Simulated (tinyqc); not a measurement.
# Absorption coefficient and reflectance from two thicknesses

Question. With transparent contact layers the responsivity is (1 - Rf)(1 - exp(-al wi)) q lam/(h c). The second absorber is twice as thick as the first. Find al and Rf.

Parameters, values chosen for the exercise:
```
symbol,value,unit,meaning
lam,850,nm,wavelength
```

Constants: q = 1.602176634e-19 C, h = 6.62607015e-34 J s, c = 299792458 m/s. Results are converted to the units shown.

responsivity for wi = 0.7 and 1.4 um (A/W): [0.34286246, 0.51075588]

Answer. The ratio of the responsivities is 1 + exp(-al w1), which gives al; either value then gives 1 - Rf.

al = 1.020e4 1/cm
Rf = 0.02000

Computed by the program tinyqc: `OMP_NUM_THREADS=1 python tinyqc.py 2250012 2250013 out.jsonl`, one thread of a shared Intel Xeon 2.30GHz, about 0.01 s for the whole run.
